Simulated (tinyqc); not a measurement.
What sets the wire resistivity: free and nearly free electrons in a metal.

The cubic cell holds 4 atoms: n = 4 z/a^3, kF = (3 pi^2 n)^(1/3), EF = c kF^2/m, vF = 2 c kF/(m hbar), c = hbar^2/2m0; rs = (3/(4 pi n))^(1/3)/a0; D(EF) = 3 n/(2 EF).

Square wire of width w with grain size w: rho/rho0 = 1/(1 - 3 al/2 + 3 al^2 - 3 al^3 ln(1 + 1/al)) + (3/4) (1 - p) l/w, with al = (l/w) Rg/(1 - Rg) (Mayadas-Shatzkes plus the thick-wire form of Fuchs-Sondheimer); l = hbar kF/(n e^2 rho), e = 1.602176634e-19 C.

Constants: hbar^2/2m0 = 3.80998211 eV angstrom^2; hbar = 6.58211957e-16 eV s; a0 (Bohr radius) = 0.5291772105 angstrom.

Inputs chosen for the exercise (near those of Al; shifted at random, so the results belong to these values and not to a real crystal):
```
symbol  value  unit          meaning
a       4.011  angstrom      fcc lattice constant
z       3                    free electrons an atom
m       1      m0            mass
rho     2.88   micro-ohm cm  bulk resistivity
p       0                    specularity of the surfaces
Rg      0.31                 reflection at grain boundaries
w       10     nm            wire width
```

All results formed anew.

One parameter was then changed.

Results before and after:
```
case     EF (eV)  l (nm)  wire rho (micro-ohm cm)
base      11.880   13.55                    8.249
changed    9.900   13.55                    8.249
```

Which of these changes was made? (a) rho = 3.456 micro-ohm cm; (b) p = 0.3; (c) w = 7 nm; (d) m = 1.2 m0; (e) a = 4.131 angstrom; (f) Rg = 0.217.

Answer: (d) m = 1.2 m0. Of the candidates, run in turn, only this one gives the changed row.

All candidates:
```
case                      EF (eV)  l (nm)  wire rho (micro-ohm cm)
base                       11.880   13.55                    8.249
a = 4.131 angstrom         11.200   14.37                    8.572
m = 1.2 m0                  9.900   13.55                    8.249
rho = 3.456 micro-ohm cm   11.880   11.29                    8.837
p = 0.3                    11.880   13.55                    7.372
Rg = 0.217                 11.880   13.55                    7.332
w = 7 nm                   11.880   13.55                   10.520
```

The mass drops out of l at given rho, because vF falls and tau rises by the same factor.

tinyqc: `OMP_NUM_THREADS=1 python tinyqc.py 1682448 1682449 out.jsonl`; about 0.01 s, one thread, shared Intel(R) Xeon(R) Processor @ 2.30GHz.
